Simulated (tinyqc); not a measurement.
Strained Delta valleys, repopulation and conductivity mass: mobility against stress.

A cubic crystal with three pairs of conduction valleys along x, y and z under uniaxial stress X along [110] (X > 0 is tension); current along [-110]. Non-degenerate electrons, fixed total density, one relaxation time for all valleys and stresses, masses unchanged by strain, so the mobility goes as the mean inverse mass.

Stress s_ij = X a_i a_j with a the unit vector along [110]; strain e_ii = s11 s_ii + s12 (s_jj + s_kk), e_ij = s44 s_ij/2. Valley shift dE = Xu (n.e.n - trace(e)/3) with n the valley axis; share f proportional to exp(-dE/Vt). Inverse mass along the current d = [-110]: (n.d)^2/ml + (1 - (n.d)^2)/mt; mu/mu0 = sum f (1/m) over the plain mean of 1/m. The linear estimate is 1 - pi X with pi the small-stress slope -d(mu/mu0)/dX.

Inputs (values chosen for the exercise); values close to those of silicon: temperature T = 293 K; compliance s11 = 7.53 1/TPa; compliance s12 = -2.19 1/TPa; compliance s44 = 12.9 1/TPa; shear deformation potential Xu = 8.66 eV; longitudinal mass ml = 0.915 m0; transverse mass mt = 0.197 m0.

Constants: q = 1.602176634e-19 C, kB = 1.380649e-23 J/K, Vt = kB T/q. Results are converted to the units shown.

Result of one run:
```
X (MPa)  splitting (meV)  largest share  mu/mu0  linear estimate
-1500              63.13         0.4803  0.8438           0.7048
```

What becomes of these results when the uniaxial stress (tension positive) X is changed from -1500 to -700 MPa, all else the same?

Result of the changed run:
```
X (MPa)  splitting (meV)  largest share  mu/mu0  linear estimate
-700               29.46         0.4326  0.8945           0.8622
```

The whole series:
```
X (MPa)  splitting (meV)  largest share  mu/mu0  linear estimate
-25                1.052         0.3379  0.9951           0.9951
-50                2.104         0.3425  0.9903           0.9902
-100               4.209         0.3513  0.9809           0.9803
-200               8.418         0.3681  0.9630           0.9606
-400               16.84         0.3979  0.9314           0.9213
-700               29.46         0.4326  0.8945           0.8622
-1000              42.09         0.4569  0.8687           0.8032
-1500              63.13         0.4803  0.8438           0.7048
-2500              105.2         0.4962  0.8270           0.5080
```

The ratio mu/mu0 falls from 0.995 to 0.827; pi = -19.7e-11 1/Pa. The linear estimate of the change is 1.007 times the computed change in the first row and 2.84 times it in the last: once the splitting is several Vt (Vt = 25.2 meV) the upper valleys are nearly empty and little is left to move. At X = -2500 MPa the stress passes 1.5 GPa, where intervalley scattering and masses change too.

Range of the model: Shear strain also changes the transverse masses of these valleys, which is left out.

Program tinyqc, `OMP_NUM_THREADS=1 python tinyqc.py 2530095 2530096 out.jsonl`; Intel Xeon 2.30GHz, shared host, one thread, about 0.01 s.
